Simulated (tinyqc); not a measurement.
Worked calculation: Slater-Koster d bands of a bcc metal. Values are carried at full precision from step to step, so a last printed digit may differ when a step is redone from the rounded ones.

Slater-Koster d bands. For a bond with direction cosines (l, m, n) the 5 x 5 block is dds Ps + ddp Pp + ddd (1 - Ps - Pp), the projectors on sigma, pi and delta states about the bond; for instance <xy|xy> = 3 l^2 m^2 dds + (l^2 + m^2 - 4 l^2 m^2) ddp + (n^2 + l^2 m^2) ddd, <xy|yz> = 3 l m^2 n dds + l n (1 - 4 m^2) ddp + l n (m^2 - 1) ddd and <3z2-r2|3z2-r2> = (n^2 - (l^2 + m^2)/2)^2 dds + 3 n^2 (l^2 + m^2) ddp + (3/4)(l^2 + m^2)^2 ddd. H(k) sums the blocks times cos(k.R) over the neighbours; the d level is the zero of energy; k in 2 pi/a.

Parameters, chosen for this exercise (of the size met in W; the results hold for these values, not for the real material): dds = -1.5 eV (dd sigma); ddp = 1.02 eV (dd pi); ddd = -0.195 eV (dd delta); f2 = 0.64 (factor on all three integrals for second neighbours); k = (0.49, 0.49, 0) 2 pi/a (wave vector); Nd = 5 (d electrons per atom).

## The block of one bond

Direction (1,1,1)/sqrt3; its eigenvalues must be dds once, ddp twice and ddd twice.

block (eV), lower triangle:
```
,xy,yz,zx,x2-y2,3z2-r2
xy,-0.3600
yz,-0.5700,-0.3600
zx,-0.5700,-0.5700,-0.3600
x2-y2,0,-0.4050,0.4050,0.6150
3z2-r2,-0.4677,0.2338,0.2338,0,0.6150
```

## Levels at Gamma

Neighbours: eight at (a/2)(1,1,1) and equivalents, and six at a(1,0,0) and equivalents with the integrals times f2.

Summing the blocks at k = 0 gives E(t2g) = (8/3) dds + (16/9) ddp + (32/9) ddd + f2 (4 ddp + 2 ddd), E(eg) = (16/3) ddp + (8/3) ddd + f2 (3 dds + 3 ddd).

levels (eV): t2g (threefold) -0.5184, eg (twofold) 1.6656

The t2g level lies lower, by 2.1840 eV.

## The Hamiltonian at one k

Sum over the neighbours.

H(k) (eV), lower triangle:
```
,xy,yz,zx,x2-y2,3z2-r2
xy,-2.8585
yz,0,0.2488
zx,0,4.5555,0.2488
x2-y2,0,0,0,2.7541
3z2-r2,3.7375,0,0,0,-0.5834
```

## Levels and character

Diagonalise H; t2g is xy, yz, zx and eg the other two.

levels (eV): -5.6278  -4.3067  2.1859  2.7541  4.8043

weights:
```
,band 1,band 2,band 3,band 4,band 5
t2g,0.646,1.000,0.354,0.000,1.000
eg,0.354,0.000,0.646,1.000,0.000
```

## Levels at points of symmetry

Coordinates: G (0, 0, 0), H (1, 0, 0), N (0.5, 0.5, 0), P (0.5, 0.5, 0.5); the others lie half way.

Levels (eV):
```
k,band 1,band 2,band 3,band 4,band 5
G,-0.518,-0.518,-0.518,1.666,1.666
G-H 0.5,-2.755,-0.250,-0.250,0.586,2.861
H,-8.174,-8.174,5.242,5.242,5.242
N,-5.634,-4.310,2.187,2.755,4.810
P,-2.362,-2.362,-2.362,3.254,3.254
P-G 0.5,-3.165,-3.165,2.206,2.275,2.275
G-N 0.5,-2.752,-2.414,1.603,2.146,2.210
```

On these points the bands run from -8.174 (H) to 5.242 eV (H).

## Second moment and the rectangular band

mu2 = z (dds^2 + 2 ddp^2 + 2 ddd^2)/5 per orbital, with z = 8 + 6 f2^2. A rectangular band with the same mu2 has width W = sqrt(12 mu2), Fermi level W (Nd/10 - 1/2) and bond energy -W Nd (10 - Nd)/20 (Friedel).

mu2 = 9.2170 eV^2
W = 10.5169 eV
Fermi level = 0.0000 eV
bond energy per atom = -13.1461 eV

The bond energy is the attractive part alone; the repulsion between atoms, left out, cancels a large share of it in the cohesive energy.

## Checks

- Levels at Gamma from the formulas against H(0): they agree to 1e-10 or better.
- Second moment from the formula against the mean square level on the mesh: both 9.21701.

Run: tinyqc, `OMP_NUM_THREADS=1 python tinyqc.py 1452886 1452887 out.jsonl`; Intel(R) Xeon(R) Processor @ 2.30GHz, one thread, shared host; about 0.03 s of CPU time with all checks.
